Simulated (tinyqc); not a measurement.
Time-domain thermoreflectance: layered heat flow under a modulated pulse train, and what the signal ratio measures: one step, computed by the program tinyqc. Command: `OMP_NUM_THREADS=1 python tinyqc.py 3111457 3111458 out.jsonl tdtr walk`. One thread of a shared host (Intel(R) Xeon(R) Processor @ 2.30GHz), about 0.1 s of CPU time with the checks.

Pulses repeat at 80 MHz; heat is laid down at the surface, all layers are isotropic.

Task: Length and time scales. Penetration depth sqrt(kappa/(pi f C)); effusivity sqrt(kappa C); cooling time of the metal d C_m/G; Kapitza length kappa/G.

Inputs (values chosen for the exercise, modelled on aluminium on 4H-SiC):
```
quantity                                value        unit
metal thickness d                         120          nm
metal heat capacity                      2.42  MJ/(m^3 K)
boundary conductance G under the metal     74  MW/(m^2 K)
substrate conductivity kappa              310     W/(m K)
substrate heat capacity C                2.17  MJ/(m^3 K)
modulation frequency f                      2         MHz
spot radius w (1/e^2, pump and probe)     3.1  micrometre
```

Stack: metal, substrate.

Give: penetration depth; effusivity; cooling time of the metal; Kapitza length; depth over spot radius.

Result:

penetration depth = 4.7683 micrometre

effusivity = 25936 W s^(1/2)/(m^2 K)

cooling time of the metal = 3924.3 ps

Kapitza length = 4189.2 nm

depth over spot radius = 1.5382

The penetration depth is not small against the spot, so radial spreading in the substrate matters at f.
